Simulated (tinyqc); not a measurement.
Inside a calculation: k.p theory built from an empirical-pseudopotential calculation at Gamma. Values are carried at full precision from step to step, so a last printed digit may differ when a step is redone from the rounded ones.

Empirical pseudopotential on the fcc lattice, atoms at +/- tau, tau = a (1,1,1)/8, no spin-orbit coupling. H(G,G') = c (2 pi/a)^2 |k + G|^2 delta + VS(q) cos(q.tau) + i VA(q) sin(q.tau), q = G - G', c = hbar^2/2m0; k and G in units of 2 pi/a; VS at |q|^2 = 3, 8, 11 and VA at 3, 4, 11, in rydberg, zero elsewhere. The basis is fixed: all 113 G with |G|^2 up to Gcut. Energies are counted from the fourth level at Gamma.

Constants: hbar^2/2m0 = 3.80998211 eV angstrom^2; Ry = 13.60569312 eV.

Inputs chosen for the exercise (near those of Ge; shifted at random, so the results belong to these values and not to a real crystal):
- a = 5.655 angstrom (lattice constant)
- VS = (-0.233, 0.009, 0.061) Ry (symmetric form factors)
- VA = (0, 0, 0) Ry (antisymmetric form factors)
- Gcut = 20 (2 pi/a)^2 (largest |G|^2 of the fixed basis)

## Levels at Gamma

Diagonalise H at k = 0 and group equal levels.

Multiplets at Gamma:
```
multiplet  degeneracy    E (eV)
1                   1  -11.9846
2                   3    0.0000
3                   1    1.1980
4                   3    3.5593
5                   1    6.7494
6                   2    8.2213
7                   3   12.1924
8                   1   13.5094
9                   3   26.1955
```

The lowest empty multiplet is a singlet at 1.198 eV; the lowest empty singlet (s-like) is multiplet 3.

## Mass of the s-like conduction level (multiplet 3)

For a multiplet A of d_A states, W(B) = (4 c/(3 d_A)) sum over n in A, m in B and i = x, y, z of |<n|G_i|m>|^2 (G in 1/angstrom, <n|G_i|m> = sum_G c_n(G)* G_i c_m(G)); the mean inverse mass of A is 1 + sum_B W(B)/(E_A - E_B). Multiplets with W = 0 are left out.

List the couplings (the first eight at most); W to the valence triplet is the Kane energy Ep.

Couplings:
```
multiplet B  degeneracy  E_B (eV)   W (eV)  W/(E_A - E_B)
2                     3    0.0000  20.0878        16.7677
7                     3   12.1924   0.2228        -0.0203
10                    3   26.8282   0.4712        -0.0184
16                    3   41.6366   0.0159        -0.0004
23                    3   43.3186   0.0080        -0.0002
25                    3   48.7785   0.0087        -0.0002
34                    3   77.8675   0.0311        -0.0004
38                    3   80.4615   0.0079        -0.0001
```

sum over the higher multiplets = -0.0001
1/m = 17.7276

Ep = 20.09 eV. The valence triplet gives 16.77, all other levels together -0.04; m = 0.0564, against 0.0563 for two levels alone.

## Valence parameters

Fold all other levels onto the valence triplet: D(u) = c + 4 c^2 sum_m <n|u.G|m><m|u.G|n'>/(0 - E_m), in units of c. Along [100] its eigenvalues are L (once) and M (twice); along [111] (L + 2M + 2N)/3 (once) and (L + 2M - N)/3 (twice). Then g1 = -(L + 2M)/3, g2 = -(L - M)/6, g3 = -N/6.

eigenvalues along [100]: [-17.565, -2.919, -2.919]

eigenvalues along [111]: [-20.944, -1.230, -1.230]

L, M, N: [-17.565, -2.919, -19.715]

g1, g2, g3: [7.801, 2.441, 3.286]

With spin-orbit coupling added at fixed g1, g2, g3 and large against the hole energy these give heavy and light masses along [100] of 0.343 and 0.079. The s-like level alone adds Ep/(3E) = 5.59 to g1. Local form factors fix Ep and the gap only roughly, so these values can lie far from measured ones.

## Checks

- 1/m of the s-like level from the sum against the curvature of the band: both 17.73.
- L and M against the curvatures along [100]: largest relative difference 2.8e-06.

Program tinyqc; command `OMP_NUM_THREADS=1 python tinyqc.py 1081497 1081498 out.jsonl`; about 0.7 s on one thread of a shared Intel(R) Xeon(R) Processor @ 2.30GHz.
